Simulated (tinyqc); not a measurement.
Implanted layer, carriers, mobility and sheet resistance: two steps of the calculation.

An n-type layer from the surface x = 0 to the junction xj, N(x) = N0 exp(-(x - Rp)^2/(2 sg^2)). Local neutrality (no depletion at surface or junction, no spilling of carriers), intrinsic carriers neglected, full ionisation of active dopants.

Parameters, values chosen for the exercise; values close to those of phosphorus in silicon over a p-type background:

| symbol | value | unit | meaning |
|---|---|---|---|
| T | 300 | K | temperature |
| Nb | 8.1e14 | cm^-3 | background doping of the opposite type |
| N0 | 6.8e18 | cm^-3 | peak chemical concentration |
| m1 | 69.6 | cm^2/(V s) | mobility limit at high doping |
| m2 | 1440 | cm^2/(V s) | mobility limit at low doping, at 300 K |
| Nr | 9.05e16 | cm^-3 | reference doping of the mobility law |
| am | 0.719 |  | exponent of the mobility law |
| bt | 2 |  | temperature exponent of m2 |
| Ns | 3.96e20 | cm^-3 | solubility limit of active dopant |
| sg | 78 | nm | straggle after annealing |
| Rp | 120 | nm | projected range |

Constants: q = 1.602176634e-19 C. Results are converted to the units shown.

Problem 1. Junction depth and local values. xj = Rp + sg sqrt(2 ln(N0/Nb)); 13 equal steps from 0 to xj. Active dopant A = min(N, Ns); n = A - Nb; mobility mu = m1 + (m2 (T/300 K)^(-bt) - m1)/(1 + ((A + Nb)/Nr)^am).

Wanted: xj; x; N; A; n; mu.

Solution 1.

xj = 451.58 nm

```
point  x (nm)  N (cm^-3)  A (cm^-3)  n (1e18 cm^-3)  mu (cm^2/(V s))
0        0.00  2.0823e18  2.0823e18          2.0815           199.68
1       34.74  3.7414e18  3.7414e18          3.7406           157.84
2       69.47  5.5130e18  5.5130e18          5.5122           137.45
3      104.21  6.6621e18  6.6621e18          6.6613           129.19
4      138.95  6.6023e18  6.6023e18          6.6015           129.56
5      173.68  5.3660e18  5.3660e18          5.3652           138.71
6      208.42  3.5766e18  3.5766e18          3.5758           160.56
7      243.16  1.9551e18  1.9551e18          1.9542           205.11
8      277.89  8.7642e17  8.7642e17          0.8756           293.52
9      312.63  3.2221e17  3.2221e17          0.3214           461.55
10     347.37  9.7145e16  9.7145e16          0.0963           735.31
11     382.10  2.4020e16  2.4020e16          0.0232           1052.2
12     416.84  4.8708e15  4.8708e15          0.0041           1275.3
13     451.58  8.1000e14  8.1000e14          0.0000           1368.0
```

The mobility runs from 129 to 1370 cm^2/(V s).

Problem 2. Sheet quantities by the trapezoid rule. Dose = integral of N, carrier sheet density = integral of n, 1/Rs = q integral of n mu, mean mobility 1/(q Rs sheet density), Hall mobility (unit Hall factor) = integral of n mu^2 over integral of n mu, Hall sheet density = (integral of n mu)^2/integral of n mu^2; all from 0 to xj.

```
point     x (nm)     N (cm^-3)  n (1e18 cm^-3)  mu (cm^2/(V s))
0        0.00000  2.0823367e18       2.0815267        199.67837
1       34.73663  3.7414257e18       3.7406157        157.84490
2       69.47325  5.5130274e18       5.5122174        137.44547
3      104.20988  6.6620827e18       6.6612727        129.18779
4      138.94650  6.6023224e18       6.6015124        129.55810
5      173.68313  5.3659952e18       5.3651852        138.70967
6      208.41976  3.5766025e18       3.5757925        160.55681
7      243.15638  1.9550502e18       1.9542402        205.11432
8      277.89301  8.7641941e17       0.8756094        293.52239
9      312.62963  3.2220547e17       0.3213955        461.55434
10     347.36626  9.7145049e16       0.0963350        735.30611
11     382.10288  2.4020126e16       0.0232101        1052.2458
12     416.83951  4.8707600e15       0.0040608        1275.2554
13     451.57614        8.1e14       0.0000000        1368.0178
```

Find: dose; carrier sheet density; Rs; mean mobility; Hall mobility; Hall sheet density.

Solution 2.

dose = 1.2430e14 cm^-2
carrier sheet density = 1.2426e14 cm^-2
Rs = 326.89 ohm/square
mean mobility = 153.66 cm^2/(V s)
Hall mobility = 175.88 cm^2/(V s)
Hall sheet density = 1.0856e14 cm^-2

Carriers make up 100 % of the dose. A Hall measurement weights the mobile tail, so its sheet density is 13 % below the true one.

Numbers from tinyqc (`OMP_NUM_THREADS=1 python tinyqc.py 2110170 2110171 out.jsonl`; about 0.01 s on one thread of a shared Intel Xeon 2.30GHz).
